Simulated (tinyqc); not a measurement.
Metal-interlayer-semiconductor contact, depinning against tunnelling resistance: two steps of the calculation.

Zero bias, n-type semiconductor. Gap states at the semiconductor surface thin out as exp(-be ti), which unpins the barrier; electrons must then cross the interlayer (a rectangular barrier, no voltage drop across it) and the parabolic depleted layer, both by WKB. Energies E are counted from the Fermi level; no image force, parabolic bands.

Parameters, values chosen for the exercise; semiconductor values close to those of 4H silicon carbide; interlayer mass of the order of that in strontium titanate, offset chosen freely:
```
symbol    value   unit                                                           meaning
T           400      K                                                       temperature
Eg         3.26     eV                                                          band gap
eps_r      9.99                                                    relative permittivity
chi        3.64     eV                                                 electron affinity
Nc      2.62e19  cm^-3                            conduction-band density of states at T
mt        0.197     m0                              tunnelling mass in the semiconductor
mA        0.357     m0                                                   Richardson mass
Nd       2.1e18  cm^-3                                                     donor density
E0          1.9     eV                    charge-neutrality level above the valence band
S0         0.64                                        pinning factor without interlayer
phiM       3.85     eV                                               metal work function
ti          1.8     nm                                              interlayer thickness
dE         0.12     eV  conduction-band offset of the interlayer above the semiconductor
mi         0.59     m0                                 tunnelling mass in the interlayer
be          5.1   1/nm               decay constant of gap states through the interlayer
```

Constants: q = 1.602176634e-19 C, kB = 1.380649e-23 J/K, eps0 = 8.8541878128e-12 F/m, hbar = 1.054571817e-34 J s, h = 6.62607015e-34 J s, m0 = 9.1093837015e-31 kg, Vt = kB T/q, hbar^2/(2 m0) = 0.0380998212 eV nm^2. Results are converted to the units shown.

Problem 1. Pinning, barrier and scales. S = 1/(1 + (1/S0 - 1) exp(-be ti)); phiB = S (phiM - chi) + (1 - S)(Eg - E0); xi = Ec - EF deep inside, from Nd = Nc F(-xi/Vt), F(x) = (2/sqrt(pi)) int_0^infinity sqrt(u) du/(1 + exp(u - x)); band bending U = phiB - xi; E00 = (hbar/2) sqrt(Nd/(eps0 eps_r mt m0)) in volts; A = 4 pi q mA m0 kB^2/h^3.

Give: S; phiB; xi; U; E00; A.

Solution 1.

S = 0.99994
phiB = 0.21007 eV
xi = 0.086019 eV
U = 0.12405 eV
E00 = 0.019179 eV
A = 42.902 A/(cm^2 K^2)

Problem 2. Exponents and integrand on an energy grid. With U = phiB - xi: for xi < E < phiB, y = (E - xi)/U and G1 = (U/E00) [sqrt(1 - y) - y ln((1 + sqrt(1 - y))/sqrt(y))], G1 = 0 above phiB; G2 = 2 ti sqrt(mi max(phiB + dE - E, 0)/C), C = hbar^2/(2 m0); f = 1/(1 + exp(E/Vt)); integrand exp(-G1 - G2) f.

E, point 0 to 12 (eV): [0.09, 0.13333, 0.17667, 0.22, 0.26333, 0.30667, 0.35, 0.39333, 0.43667, 0.48, 0.52333, 0.56667, 0.61]
phiB = 0.21006668 eV
xi = 0.086018756 eV
E00 = 0.019178785 eV

Find: G1; G2; f; integrand.

Solution 2.

```
point     G1     G2         f  integrand (1e-5)
0      5.864  6.941   0.06843             0.019
1      2.467  6.284   0.02047             0.324
2      0.639  5.548  0.005909             1.214
3      0.000  4.700  0.001688             1.535
4      0.000  3.660  4.808e-4             1.238
5      0.000  2.167  1.368e-4             1.567
6      0.000  0.000  3.892e-5             3.892
7      0.000  0.000  1.107e-5             1.107
8      0.000  0.000  3.149e-6             0.315
9      0.000  0.000  8.959e-7             0.090
10     0.000  0.000  2.549e-7             0.025
11     0.000  0.000  7.249e-8             0.007
12     0.000  0.000  2.062e-8             0.002
```

tinyqc, about 0.02 s, one thread, Intel Xeon 2.30GHz (shared host): `OMP_NUM_THREADS=1 python tinyqc.py 2270020 2270021 out.jsonl`
